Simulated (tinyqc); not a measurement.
A particle near a wafer in liquid: double-layer and van der Waals forces (DLVO), deposition barrier and removal: one step, computed by the program tinyqc. Command: `OMP_NUM_THREADS=1 python tinyqc.py 3112164 3112165 out.jsonl dlvo walk`. One thread of a shared host (Intel(R) Xeon(R) Processor @ 2.30GHz), about 0.01 s of CPU time with the checks.

Sphere and flat wall, Derjaguin approximation, constant potentials in the linear-superposition form, no retardation and no hydration force.

Problem. Screening. kappa^2 = 2 z^2 e^2 N_A (1000 c)/(eps eps_0 k_B T); gamma_i = tanh(z e psi_i/(4 k_B T)); Z = 64 pi eps eps_0 (k_B T/(z e))^2 gamma_1 gamma_2.

Inputs (values chosen for the exercise, of the order of those for silica on silicon in water):
```
quantity                           value   unit
particle radius R                    160     nm
potential of the particle psi_1      -40     mV
potential of the wafer psi_2         -28     mV
salt concentration c               0.053  mol/L
valence z of the symmetric salt        1      -
temperature T                        298      K
dielectric constant of the liquid   78.4      -
```

Constants: e = 1.602176634e-19 C; N_A = 6.02214076e+23 1/mol; eps_0 = 8.8541878128e-12 F/m; k_B = 1.380649e-23 J/K; k_B = 8.617333262e-05 eV/K.

Give: kappa; Debye length; gamma_1; gamma_2; Z; kappa R.

Solution.

kappa = 0.75745 1/nm

Debye length = 1.3202 nm

gamma_1 = -0.37085

gamma_2 = -0.26603

Z = 9.0805 pN

kappa R = 121.19

Like signs: the double layers repel.
